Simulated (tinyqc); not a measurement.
One-dimensional ballistic tunnel FET, two-band WKB: output curve.

A p-type source for x < 0 with its Fermi level at 0 and its valence edge at ds; in the channel the bands fall as D exp(-x/lam) towards their flat values, with the conduction edge at Ec = ds - dP and D = dP + Eg. The gate moves dP one to one. The drain Fermi level lies at -Vd and the drain side reflects nothing. For w = E - Ec between 0 and dP an electron crosses the gap. Two-band dispersion with equal masses m: inside the gap kappa = sqrt(m u (1 - u/Eg)/C), u the distance from a band edge, C = hbar^2/(2 m0).

S(w) = 2 lam int_0^Eg kappa(u) du/(w + Eg - u) = 2 pi lam sqrt(m/(C Eg)) [w + Eg/2 - sqrt(w (w + Eg))], T(w) = exp(-S). I = g (2 q^2/h) int_0^dP T(w) [f(E) - f(E + Vd)] dw, E = ds - dP + w, f(x) = 1/(1 + exp(x/Vt)). Swing = d(dP)/d(log10 I).

Inputs (values chosen for the exercise); band and dielectric values close to those of gallium arsenide:
```
symbol,value,unit,meaning
T,200,K,temperature
Eg,1.44,eV,band gap
m,0.068,m0,band-edge mass of the two-band model
lam,3.9,nm,screening length of the source junction
ds,0.08,eV,source valence edge above the source Fermi level
g,1,,number of degenerate subbands (spin apart)
dP,0.47,eV,tunnelling window Ev(source) - Ec(channel)
```

Constants: q = 1.602176634e-19 C, kB = 1.380649e-23 J/K, hbar = 1.054571817e-34 J s, h = 6.62607015e-34 J s, m0 = 9.1093837015e-31 kg, Vt = kB T/q, hbar^2/(2 m0) = 0.0380998212 eV nm^2. Results are converted to the units shown.

Result of one run:
```
Vd (V)    I (uA)
0.02    0.001039
```

What becomes of these results when the drain bias Vd is changed from 0.02 to 0.24 V, all else the same?

Result of the changed run:
```
Vd (V)    I (uA)
0.24    0.005115
```

The whole series:
```
Vd (V)    I (uA)
0.02    0.001039
0.09    0.003496
0.16    0.004647
0.24    0.005115
0.31    0.005213
0.38    0.005226
0.45    0.005227
0.53    0.005227
0.6     0.005227
```

I rises from 0.00104 to 0.00523 uA; it reaches 95 % of the last value at Vd = 0.24 V among the rows. The drain Fermi level passes the channel conduction edge at Vd = dP - ds = 0.390 V, after which the back flow dies out. The window dP is held fixed.

Computed by the program tinyqc: `OMP_NUM_THREADS=1 python tinyqc.py 2620073 2620074 out.jsonl`, one thread of a shared Intel Xeon 2.30GHz, about 0.01 s for the whole run.
